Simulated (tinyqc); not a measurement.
Esaki diode in forward bias, two-band WKB: current against forward bias.

Abrupt p-n junction, depletion approximation. Energies E are counted from the conduction-band edge of the neutral n side; its Fermi level lies at dn, that of the p side at dn - V, and the valence-band edge of the neutral p side at Em = dn + dp - V. Tunnelling needs 0 < E < Em. Two-band dispersion with equal masses m: inside the gap kappa = sqrt(m u (1 - u/Eg)/C), u the distance from a band edge, C = hbar^2/(2 m0).

Nd = Nc F12(dn/Vt), Na = Nv F12(dp/Vt), F12(x) = (2/sqrt(pi)) int_0^infinity sqrt(u)/(1 + exp(u - x)) du; dn = EF - Ec on the n side, dp = Ev - EF on the p side (negative outside the bands); Vbi = Eg + dn + dp. W = sqrt(2 eps0 eps_r (Vbi - V)(1/Na + 1/Nd)/q), mean field F = (Vbi - V)/W, peak field 2 F. In a uniform field F the exponent is S = pi sqrt(m/C) Eg^1.5/(4 F). Transverse energy Et = C kt^2/m raises it to S (1 + 4 Et/Eg), so T = exp(-S) exp(-Et/Eb) with Eb = Eg/(4 S). KJ = (2 q^2/h) m/(4 pi C) (times 1e14 for A/cm^2 per eV^2). J = KJ exp(-S) Eb times the integral from 0 to Em of [f(E - dn) - f(E - dn + V)] [1 - exp(-min(E, Em - E)/Eb)] dE, f(x) = 1/(1 + exp(x/Vt)), with S and Eb from the mean field; J > 0 flows from p to n.

Parameters, values chosen for the exercise; band and dielectric values those of a made-up semiconductor:
- T = 77 K (temperature)
- Eg = 1.66 eV (band gap)
- eps_r = 13.2 (relative permittivity)
- Nc = 9.09e16 cm^-3 (conduction-band density of states at 77 K)
- Nv = 1.52e18 cm^-3 (valence-band density of states at 77 K)
- m = 0.11 m0 (band-edge mass of the two-band model)
- Na = 2.4e19 cm^-3 (acceptor density)
- Nd = 2.2e19 cm^-3 (donor density)

Constants: q = 1.602176634e-19 C, kB = 1.380649e-23 J/K, hbar = 1.054571817e-34 J s, h = 6.62607015e-34 J s, m0 = 9.1093837015e-31 kg, Vt = kB T/q, eps0 = 8.8541878128e-14 F/cm where lengths are in cm, hbar^2/(2 m0) = 0.0380998212 eV nm^2. Results are converted to the units shown.

Results:
```
V (V)  mean field (MV/cm)      S  J (A/cm^2)
0.022               1.254  22.76    7.867e-5
0.085               1.234  23.13    9.601e-5
0.117               1.224  23.32    7.875e-5
0.149               1.214  23.52    6.424e-5
0.181               1.203  23.72    5.213e-5
0.212               1.193  23.92    4.236e-5
0.244               1.182  24.14    3.395e-5
0.276               1.172  24.36    2.634e-5
0.308               1.161  24.58    1.530e-5
0.34                1.150  24.82    2.715e-6
```

Estimate the missing row, V = 0.053 V.

Computed row:
```
V (V)  mean field (MV/cm)      S  J (A/cm^2)
0.053               1.244  22.94    1.133e-4
```

With this row back in the table: J peaks at 1.13e-4 A/cm^2 at V = 0.053 V among the rows, 0.15 of the overlap dn + dp = 0.361 V, and falls to 2.71e-6 A/cm^2 at 0.34 V: a negative differential resistance. The Fermi levels part as V grows, but the window Em = dn + dp - V shrinks and closes at V = 0.361 V, and S rises from 22.8 to 24.8. Excess and diffusion currents, which fill the valley of a real diode, are not in the model.

Range of the model: Parabolic densities of states, no band tails and no gap narrowing, all of which matter at such doping.

Program tinyqc, `OMP_NUM_THREADS=1 python tinyqc.py 2620135 2620136 out.jsonl`; Intel Xeon 2.30GHz, shared host, one thread, about 0.01 s.
